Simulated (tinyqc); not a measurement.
Hueckel theory of the pi electrons, for the molecule BC(=C)C=CC=C (SMILES; centres numbered as the heavy atoms are written), step by step. Computed by tinyqc, a small Python program that keeps every step. Settings: charge = 0. Command: `OMP_NUM_THREADS=1 python tinyqc.py 30269 30270 out.jsonl` (the two numbers bound the seeds that draw the settings). One thread of a shared host (Intel(R) Xeon(R) Processor @ 2.60GHz), about 0.01 s of CPU time with the checks.

## The Hueckel matrix

Centres:
```
centre  z_r, pi electrons of the neutral centre        h
1B                                            0  -1.0000
2C                                            1   0.0000
3C                                            1   0.0000
4C                                            1   0.0000
5C                                            1   0.0000
6C                                            1   0.0000
7C                                            1   0.0000
```

Bonds:
```
i  j       k
1  2  0.7000
2  3       1
2  4       1
4  5       1
5  6       1
6  7       1
```

H_rr = alpha + h_r beta, H_rs = k_rs beta for bonded centres.

Hueckel matrix in units of beta (H = alpha + beta A), order 1B, 2C, 3C, 4C, 5C, 6C, 7C:
```
[[-1.0000, 0.7000, 0.0000, 0.0000, 0.0000, 0.0000, 0.0000],
 [0.7000, 0.0000, 1.0000, 1.0000, 0.0000, 0.0000, 0.0000],
 [0.0000, 1.0000, 0.0000, 0.0000, 0.0000, 0.0000, 0.0000],
 [0.0000, 1.0000, 0.0000, 0.0000, 1.0000, 0.0000, 0.0000],
 [0.0000, 0.0000, 0.0000, 1.0000, 0.0000, 1.0000, 0.0000],
 [0.0000, 0.0000, 0.0000, 0.0000, 1.0000, 0.0000, 1.0000],
 [0.0000, 0.0000, 0.0000, 0.0000, 0.0000, 1.0000, 0.0000]]
```

## Orbitals

pi electrons, sum of z_r less the charge = 6

Diagonalise; E = alpha + x beta with beta < 0, so the largest x are filled first; degenerate levels share their electrons. P = sum n_i c_ri c_si; each orbital has its largest coefficient positive (the first on a tie).

x values: [1.8360, 1.3036, 0.4620, -0.3960, -0.8050, -1.4664, -1.9342]

occupations: [2.0000, 2.0000, 2.0000, 0.0000, 0.0000, 0.0000, 0.0000]

coefficients, order 1B, 2C, 3C, 4C, 5C, 6C, 7C:
```
[[0.1153, -0.1527, 0.1039, -0.2850, 0.7015, -0.4671, -0.4013],
 [0.4672, -0.5024, 0.2170, -0.2459, 0.1954, 0.3112, 0.5355],
 [0.2544, -0.3854, 0.4698, 0.6209, -0.2427, -0.2122, -0.2769],
 [0.5225, -0.1627, -0.4422, -0.3240, -0.4057, 0.0829, -0.4781],
 [0.4922, 0.2903, -0.4214, 0.3742, 0.1312, -0.4327, 0.3891],
 [0.3812, 0.5411, 0.2475, 0.1758, 0.3001, 0.5516, -0.2746],
 [0.2076, 0.4151, 0.5357, -0.4438, -0.3727, -0.3762, 0.1420]]
```

charge and bond-order matrix P, order 1B, 2C, 3C, 4C, 5C, 6C, 7C:
```
[[0.0948, 0.3062, 0.2740, 0.0783, -0.0627, -0.0259, 0.0325],
 [0.3062, 1.0354, 0.8288, 0.4597, -0.0147, -0.0801, 0.0095],
 [0.2740, 0.8288, 0.8678, -0.0242, -0.3692, 0.0095, 0.2891],
 [0.0783, 0.4597, -0.0242, 0.9901, 0.7926, 0.0034, -0.3919],
 [-0.0627, -0.0147, -0.3692, 0.7926, 1.0082, 0.4808, -0.0061],
 [-0.0259, -0.0801, 0.0095, 0.0034, 0.4808, 0.9987, 0.8727],
 [0.0325, 0.0095, 0.2891, -0.3919, -0.0061, 0.8727, 1.0048]]
```

## Energy, charges, bond orders

E = sum n x; q_r = z_r - P_rr; bond order p = P_rs; free valence = sqrt(3) - sum of p over the bonds of the atom.

pi energy = 6 alpha + this times beta = 7.2033

pi charges: [-0.0948, -0.0354, 0.1322, 0.0099, -0.0082, 0.0013, -0.0048]

Bond orders and lengths from R = 1.517 - 0.180 p (angstrom, C-C alone):
```
bond       p       R
1-2   0.3062       -
2-3   0.8288  1.3678
2-4   0.4597  1.4343
4-5   0.7926  1.3743
5-6   0.4808  1.4305
6-7   0.8727  1.3599
```

free valence of the carbons: [0.1373, 0.9032, 0.4797, 0.4586, 0.3785, 0.8593]

gap between the highest filled and the next level = 0.8581 |beta|
